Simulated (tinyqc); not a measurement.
Empirical pseudopotential in a few plane waves, step by step. Computed by tinyqc, a small Python program that keeps every step. Settings: plane-wave index or count = 15. Command: `OMP_NUM_THREADS=1 python tinyqc.py 26088 26089 out.jsonl` (the two numbers bound the seeds that draw the settings). One thread of a shared host (Intel(R) Xeon(R) Processor @ 2.60GHz), about 0.2 s of CPU time with the checks.

## Bloch Hamiltonian at k

Parameters chosen for this model: fcc lattice, atoms at +/- a/8 (1,1,1); form factors in rydberg at |G|^2 in units of (2 pi/a)^2:
```
parameter                 value      unit
a                      5.710000  angstrom
VS(3)                 -0.237000        Ry
VS(8)                 -0.008000        Ry
VS(11)                 0.057000        Ry
VA(3)                  0.089000        Ry
VA(4)                  0.091000        Ry
VA(11)                 0.036000        Ry
hbar^2/2m (2 pi/a)^2   4.613287        eV
```

k point k (2 pi / a): -0.02000  0.24000  0.51000

Basis: the 15 shortest G (labels in 2 pi/a), the same at every k. H(G,G') = c |k + G|^2 delta + VS(|G-G'|^2) cos((G-G').tau) + i VA sin((G-G').tau), tau = a/8 (1,1,1); 1 Ry = 13.605693 eV.

H(k) at k (eV):
```
                   +0+0+0             -1-1-1             -1-1+1             -1+1-1
+0+0+0            1.46749   2.28010+0.85624i  -2.28010+0.85624i  -2.28010+0.85624i
-1-1-1   2.28010-0.85624i            8.57195   0.00000-1.23812i   0.00000-1.23812i
-1-1+1  -2.28010-0.85624i   0.00000+1.23812i           17.98305           -0.10885
-1+1-1  -2.28010-0.85624i   0.00000+1.23812i           -0.10885           13.00070
-1+1+1  -2.28010+0.85624i            0.10885   0.00000+1.23812i   0.00000+1.23812i
+1-1-1  -2.28010-0.85624i   0.00000+1.23812i           -0.10885           -0.10885
+1-1+1  -2.28010+0.85624i            0.10885   0.00000+1.23812i            0.00000
+1+1-1  -2.28010+0.85624i            0.10885            0.00000   0.00000+1.23812i
+1+1+1   2.28010+0.85624i            0.00000            0.10885            0.10885
-2+0+0   0.00000-1.23812i  -2.28010+0.85624i  -2.28010-0.85624i  -2.28010-0.85624i
+0-2+0   0.00000-1.23812i  -2.28010+0.85624i  -2.28010-0.85624i   0.54838-0.34634i
+0+0-2   0.00000-1.23812i  -2.28010+0.85624i   0.54838-0.34634i  -2.28010-0.85624i
+0+0+2   0.00000+1.23812i  -0.54838-0.34634i   2.28010+0.85624i  -0.54838+0.34634i
+0+2+0   0.00000+1.23812i  -0.54838-0.34634i  -0.54838+0.34634i   2.28010+0.85624i
+2+0+0   0.00000+1.23812i  -0.54838-0.34634i  -0.54838+0.34634i  -0.54838+0.34634i

                   -1+1+1             +1-1-1             +1-1+1             +1+1-1
+0+0+0  -2.28010-0.85624i  -2.28010+0.85624i  -2.28010-0.85624i  -2.28010-0.85624i
-1-1-1            0.10885   0.00000-1.23812i            0.10885            0.10885
-1-1+1   0.00000-1.23812i           -0.10885   0.00000-1.23812i            0.00000
-1+1-1   0.00000-1.23812i           -0.10885            0.00000   0.00000-1.23812i
-1+1+1           22.41181            0.00000           -0.10885           -0.10885
+1-1-1            0.00000            8.20289   0.00000-1.23812i   0.00000-1.23812i
+1-1+1           -0.10885   0.00000+1.23812i           17.61399           -0.10885
+1+1-1           -0.10885   0.00000+1.23812i           -0.10885           12.63164
+1+1+1   0.00000+1.23812i            0.10885   0.00000+1.23812i   0.00000+1.23812i
-2+0+0   2.28010-0.85624i   0.54838-0.34634i  -0.54838-0.34634i  -0.54838-0.34634i
+0-2+0  -0.54838-0.34634i  -2.28010-0.85624i   2.28010-0.85624i  -0.54838-0.34634i
+0+0-2  -0.54838-0.34634i  -2.28010-0.85624i  -0.54838-0.34634i   2.28010-0.85624i
+0+0+2  -2.28010+0.85624i  -0.54838+0.34634i  -2.28010+0.85624i   0.54838+0.34634i
+0+2+0  -2.28010+0.85624i  -0.54838+0.34634i   0.54838+0.34634i  -2.28010+0.85624i
+2+0+0   0.54838+0.34634i   2.28010+0.85624i  -2.28010+0.85624i  -2.28010+0.85624i

                   +1+1+1             -2+0+0             +0-2+0             +0+0-2
+0+0+0   2.28010-0.85624i   0.00000+1.23812i   0.00000+1.23812i   0.00000+1.23812i
-1-1-1            0.00000  -2.28010-0.85624i  -2.28010-0.85624i  -2.28010-0.85624i
-1-1+1            0.10885  -2.28010+0.85624i  -2.28010+0.85624i   0.54838+0.34634i
-1+1-1            0.10885  -2.28010+0.85624i   0.54838+0.34634i  -2.28010+0.85624i
-1+1+1   0.00000-1.23812i   2.28010+0.85624i  -0.54838+0.34634i  -0.54838+0.34634i
+1-1-1            0.10885   0.54838+0.34634i  -2.28010+0.85624i  -2.28010+0.85624i
+1-1+1   0.00000-1.23812i  -0.54838+0.34634i   2.28010+0.85624i  -0.54838+0.34634i
+1+1-1   0.00000-1.23812i  -0.54838+0.34634i  -0.54838+0.34634i   2.28010+0.85624i
+1+1+1           22.04275  -0.54838-0.34634i  -0.54838-0.34634i  -0.54838-0.34634i
-2+0+0  -0.54838+0.34634i           20.28970           -0.10885           -0.10885
+0-2+0  -0.54838+0.34634i           -0.10885           15.49188           -0.10885
+0+0-2  -0.54838+0.34634i           -0.10885           -0.10885           10.50953
+0+0+2  -2.28010-0.85624i            0.10885            0.10885            0.00000
+0+2+0  -2.28010-0.85624i            0.10885            0.00000            0.10885
+2+0+0  -2.28010-0.85624i            0.00000            0.10885            0.10885

                   +0+0+2             +0+2+0             +2+0+0
+0+0+0   0.00000-1.23812i   0.00000-1.23812i   0.00000-1.23812i
-1-1-1  -0.54838+0.34634i  -0.54838+0.34634i  -0.54838+0.34634i
-1-1+1   2.28010-0.85624i  -0.54838-0.34634i  -0.54838-0.34634i
-1+1-1  -0.54838-0.34634i   2.28010-0.85624i  -0.54838-0.34634i
-1+1+1  -2.28010-0.85624i  -2.28010-0.85624i   0.54838-0.34634i
+1-1-1  -0.54838-0.34634i  -0.54838-0.34634i   2.28010-0.85624i
+1-1+1  -2.28010-0.85624i   0.54838-0.34634i  -2.28010-0.85624i
+1+1-1   0.54838-0.34634i  -2.28010-0.85624i  -2.28010-0.85624i
+1+1+1  -2.28010+0.85624i  -2.28010+0.85624i  -2.28010+0.85624i
-2+0+0            0.10885            0.10885            0.00000
+0-2+0            0.10885            0.00000            0.10885
+0+0-2            0.00000            0.10885            0.10885
+0+0+2           29.33174           -0.10885           -0.10885
+0+2+0           -0.10885           24.34939           -0.10885
+2+0+0           -0.10885           -0.10885           19.55157
```

## Levels at k

Diagonalise the Hermitian matrix.

eigenvalues (eV): -4.06381  5.60454  7.95912  8.71846  12.86152  13.89787  15.13087  16.64738  18.00728  20.21724  21.77518  22.67284  25.37025  27.11810  31.53324

## Bands along a path

The same steps at evenly spaced points between the labelled ones.

Bands along the path (eV), lowest eight:
```
k           band 1   band 2   band 3   band 4    band 5    band 6    band 7    band 8
L         -3.36116  4.00695  9.11031  9.11031  11.35450  15.08075  15.08075  17.39785
L-G 0.20  -3.76021  4.50798  9.04384  9.04384  11.31504  15.04107  15.04107  17.34973
L-G 0.40  -4.18887  5.44670  9.11411  9.11411  11.44198  15.12184  15.12184  16.30043
L-G 0.60  -4.55329  6.69406  9.27765  9.27765  11.50403  14.91743  15.03590  15.03590
L-G 0.80  -4.79259  8.12811  9.45464  9.45464  10.91325  14.42026  14.70476  14.70476
G         -4.87550  9.53410  9.53410  9.53410   9.70128  14.52399  14.52399  14.52399
G-X 0.20  -4.76492  8.03386  9.27423  9.27423  11.31722  13.90636  15.02012  15.02012
G-X 0.40  -4.44539  6.65105  8.74410  8.74410  12.34765  13.38716  16.16888  16.25037
G-X 0.60  -3.95769  5.48522  8.27053  8.27053  11.71341  13.21386  16.81323  17.87481
G-X 0.80  -3.38373  4.58235  8.01238  8.01238  11.15916  12.59012  18.88615  19.74407
X         -2.85954  4.06349  8.03817  8.03817  10.99031  12.40325  21.27260  21.83217
```

With 4 band(s) filled, the highest filled level on these points lies at G and the lowest empty one at G: a gap of 0.1672 eV, direct. This holds for the small fixed basis; with all plane waves up to |k + G|^2 = 21 (2 pi/a)^2 the gap along the path is 0.43 eV.

## Convergence with the number of plane waves

Levels at G counted from the fourth one.

Levels (eV):
```
plane waves    level 1  level 5  level 8
9            -16.08984  0.00000  2.47624
15           -14.40960  0.16719  4.98989
27           -13.60101  0.45851  5.49379
51           -13.20677  0.36962  5.90515
59           -13.16250  0.40441  5.78673
65           -13.13994  0.39304  5.77542
89           -13.12432  0.40064  5.78464
```
